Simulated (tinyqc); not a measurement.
## Random telegraph noise from one oxide trap in a small MOSFET: time constants and noise against gate voltage

An acceptor-like trap exchanges electrons with the channel. Inversion charge Q = Cox u, u = n Vt W0(exp((Vg - VT)/(n Vt))), W0 the Lambert function, n = nf, Cox = eps0 eox/tox; linear regime Id = (W/L) mu Q Vd. Relative to threshold the surface potential rises by Vt ln(u/u0) and the oxide voltage by the rest of Vg - VT, with u0 = n Vt W0(1).

N = Cox u/q; dpsi = Vt ln(u/u0); E = E0 - dpsi - (xt/tox)(Vg - VT - dpsi); capture time tc = 1/[(N/zi) vth s0 exp(-xt/lt - EB/Vt)]; emission time te = tc exp(-E/Vt); occupancy te/(tc + te). A = W L; threshold step dV = q (1 - xt/tox)/(Cox A); gm/Id = 1/(u + n Vt); relative step dI/I = (gm/Id) dV + asc mu/A. fc = (1/tc + 1/te)/(2 pi); rms = (dI/I) sqrt(tc te)/(tc + te).

Parameters, values chosen for the exercise; values of the order met in silicon transistors:
- T = 300 K (temperature)
- eox = 3.9 (relative permittivity of the gate insulator (close to silicon dioxide))
- tox = 2.4 nm (insulator thickness)
- xt = 1 nm (depth of the trap from the channel interface)
- E0 = 0.08 eV (trap level above the channel Fermi level at threshold)
- s0 = 9e-17 cm^2 (capture prefactor)
- EB = 0.48 eV (capture barrier (lattice relaxation))
- lt = 0.11 nm (tunnelling decay length)
- vth = 1.1e7 cm/s (thermal velocity)
- zi = 1.8 nm (thickness of the inversion layer)
- VT = 0.23 V (threshold voltage)
- nf = 1.09 (body factor)
- W = 36 nm (gate width)
- L = 130 nm (gate length)
- mu = 310 cm^2/(V s) (mobility)
- asc = 0 V s (scattering coefficient of the charged trap)
- Vd = 0.1 V (drain voltage)

Constants: q = 1.602176634e-19 C, kB = 1.380649e-23 J/K, Vt = kB T/q, eps0 = 8.8541878128e-14 F/cm where lengths are in cm. Results are converted to the units shown.

Result of one run:
```
Vg (V),E (eV),tc (s),te (s),occupancy,dI/I (%),fc (Hz),rms dI/I (%)
0.36,-0.001139,217.6,227.4,0.5110,1.121,0.001431,0.5606
```

What becomes of these results when the gate voltage Vg is changed from 0.36 to 0.24 V, all else the same?

Result of the changed run:
```
Vg (V),E (eV),tc (s),te (s),occupancy,dI/I (%),fc (Hz),rms dI/I (%)
0.24,0.07256,1048,63.28,0.05697,2.889,0.002667,0.6697
```

The whole series:
```
Vg (V),E (eV),tc (s),te (s),occupancy,dI/I (%),fc (Hz),rms dI/I (%)
0.12,0.1764,3.734e4,40.55,0.001085,4.830,0.003930,0.1590
0.18,0.1212,5040,46.30,0.009102,4.296,0.003469,0.4080
0.24,0.07256,1048,63.28,0.05697,2.889,0.002667,0.6697
0.3,0.03290,396.4,111.0,0.2188,1.721,0.001835,0.7114
0.36,-0.001139,217.6,227.4,0.5110,1.121,0.001431,0.5606
0.42,-0.03232,144.4,504.3,0.7773,0.8060,0.001418,0.3353
0.48,-0.06192,106.4,1168,0.9165,0.6207,0.001631,0.1717
0.54,-0.09056,83.67,2779,0.9708,0.5014,0.001960,0.08446
0.6,-0.1185,68.64,6730,0.9899,0.4190,0.002342,0.04189
```

tc falls from 37300 to 68.6 s as the channel fills and te rises from 40.5 to 6730 s; they are equal at Vg = 0.358 V, where E = 0. The rms noise goes from 0.159 through a maximum of 0.711 (at Vg = 0.3 V among the rows listed) to 0.0419 %. The slope -Vt d ln(tc/te)/dVg is 0.920 between the first two rows and 0.466 between the last two; it tends to xt/tox = 0.417 only when the surface potential stops moving.

Range of the model: VT is taken as given; short-channel effects and the uneven flow of current among few electrons are left out.

Program tinyqc, `OMP_NUM_THREADS=1 python tinyqc.py 2710108 2710109 out.jsonl`; Intel Xeon 2.30GHz, shared host, one thread, about 0.01 s.
